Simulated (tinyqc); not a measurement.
# Planar ballistic transistor, top-of-the-barrier model: effects of single changes

At the top of the source barrier, states moving towards the drain are filled by the source (Fermi level 0) and states moving back by the drain (Fermi level -q Vd); nothing scatters. U is the shift of the band edge there, set by the capacitances CG, CD and CS (the total) and by the charge. Parabolic two-dimensional band; the source is grounded.

Values chosen for this exercise; mass and valleys close to those of gallium nitride:
- T = 200 K (temperature)
- m = 0.195 m0 (effective mass)
- gv = 1 (valley degeneracy)
- eox = 3.9 (relative permittivity of the gate insulator)
- tox = 1.7 nm (insulator thickness)
- aG = 0.83 (gate control CG/CS)
- aD = 0.091 (drain control CD/CS)
- E0 = 0.21 eV (band edge at the barrier top above the source Fermi level at zero bias)
- Vd = 0.1 V (drain voltage)

Constants: q = 1.602176634e-19 C, kB = 1.380649e-23 J/K, hbar = 1.054571817e-34 J s, m0 = 9.1093837015e-31 kg, Vt = kB T/q, eps0 = 8.8541878128e-14 F/cm where lengths are in cm. Results are converted to the units shown.

Each table varies one quantity; the others keep the values above.

## Transfer curve

N0 = gv m kB T/(pi hbar^2), CG = eps0 eox/tox, vT = sqrt(2 kB T/(pi m)), CS = CG/aG, n0 = n at U = 0 and Vd = 0. eta1 = -(E0 + U)/Vt, eta2 = eta1 - Vd/Vt, n = (N0/2)[F_0(eta1) + F_0(eta2)], F_0(x) = ln(1 + exp x). U = UL + q (n - n0)/CS with UL = -(aG Vg + aD Vd), energies in eV. I = q (N0/2) vT [F_(1/2)(eta1) - F_(1/2)(eta2)] per width, F_(1/2)(x) = (2/sqrt(pi)) int_0^infinity u^(1/2)/(1 + exp(u - x)) du. CQ = (q/Vt) dn/d(eta1).

Results:
```
Vg (V)	eta1	n (cm^-2)	I (uA/um)	mean velocity I/(q n) (cm/s)	CQ/CS
0	-11.657	6.0976e6	9.6600e-4	9.8881e6	2.3162e-5
0.12	-5.8851	1.9550e9	0.30985	9.8920e6	0.0074160
0.25	-0.69792	2.8455e11	47.728	1.0469e7	0.88998
0.38	1.6756	1.3079e12	263.47	1.2573e7	2.2883
0.62	4.7419	3.5434e12	884.35	1.5577e7	3.3292
0.75	6.0646	4.8433e12	1195.5	1.5407e7	4.1673
0.88	7.2012	6.1923e12	1439.8	1.4512e7	4.8029
1	8.1691	7.4588e12	1622.8	1.3580e7	5.1034
```

Estimate the missing row, Vg = 0.5 V.

Computed row:
```
Vg (V)	eta1	n (cm^-2)	I (uA/um)	mean velocity I/(q n) (cm/s)	CQ/CS
0.5	3.3045	2.4004e12	558.10	1.4512e7	2.7747
```

With this row back in the table: The current rises from 9.66e-4 to 1620 uA/um. Between the first two rows the swing is 47.9 mV a decade, against Vt ln 10/aG = 47.8. CQ/CS goes from 2.3e-5 to 5.1, so a volt on the gate moves the band edge by 0.83 eV in the first row and 0.14 eV in the last: the gate charge is limited by the insulator. The mean velocity goes from 9.89e6 through a maximum of 1.56e7 (at Vg = 0.62 V among the rows listed) to 1.36e7 cm/s.

## Effect of the insulator thickness

Same model as above.

CQ = (q/Vt) dn/d(eta1). E0 is held fixed.

In this table Vg = 0.8 V, Vd = 0.8 V.

Effect of the insulator thickness:
```
tox (nm)	eta1	n (cm^-2)	I (uA/um)	mean velocity I/(q n) (cm/s)	CQ/CS
0.5	17.13	1.203e13	5993	3.110e7	0.7842
0.74	14.15	9.930e12	4506	2.832e7	1.161
1.1	11.22	7.873e12	3192	2.531e7	1.725
1.6	8.709	6.114e12	2199	2.245e7	2.509
2.4	6.414	4.504e12	1409	1.953e7	3.758
3.6	4.590	3.229e12	878.7	1.698e7	5.590
5.4	3.192	2.269e12	542.6	1.493e7	8.135
8	2.155	1.589e12	341.8	1.342e7	11.24
```

As tox goes from 0.5 to 8 nm, n falls from 1.20e13 to 1.59e12 cm^-2, the mean velocity falls from 3.11e7 to 1.34e7 cm/s and the current falls from 5990 to 342 uA/um. CQ/CS goes from 0.78 to 11. For tox = 0.5 to 0.74 nm the insulator is under 1 nm thick, where gate tunnelling would matter.

## Output curve

Same model as above.

CQ = (q/Vt) dn/d(eta1).

In this table Vg = 0.8 V.

Results:
```
Vd (V)	eta1	n (cm^-2)	I (uA/um)	mean velocity I/(q n) (cm/s)	CQ/CS
0.01	4.398	5.791e12	144.0	1.552e6	5.243
0.025	4.773	5.713e12	356.5	3.894e6	5.218
0.05	5.387	5.586e12	697.9	7.798e6	5.116
0.1	6.518	5.358e12	1297	1.510e7	4.453
0.15	7.248	5.235e12	1657	1.976e7	3.169
0.2	7.461	5.249e12	1752	2.084e7	2.707
0.4	7.761	5.448e12	1857	2.128e7	2.665
0.6	8.049	5.650e12	1959	2.164e7	2.666
0.8	8.337	5.852e12	2062	2.200e7	2.666
```

Estimate the missing row, Vd = 0.3 V.

Computed row:
```
Vd (V)	eta1	n (cm^-2)	I (uA/um)	mean velocity I/(q n) (cm/s)	CQ/CS
0.3	7.616	5.347e12	1807	2.110e7	2.665
```

With this row back in the table: The current rises from 144 to 2060 uA/um; n goes from 5.79e12 through a minimum of 5.24e12 (at Vd = 0.15 V among the rows listed) to 5.85e12 cm^-2 and eta1 rises from 4.40 to 8.34. The resistance in the first row is 69.4 ohm um, though nothing scatters in the channel. The current passes 90 % of its last value at Vd = 0.4 V among the rows, where eta2 = -15; returning states are gone from Vd = 0.3 V on (eta2 < -7), and from there the drain control aD lifts eta1 from 7.62 to 8.34.

Computed by the program tinyqc: `OMP_NUM_THREADS=1 python tinyqc.py 2400032 2400033 out.jsonl`, one thread of a shared Intel Xeon 2.30GHz, about 0.01 s for the whole run.
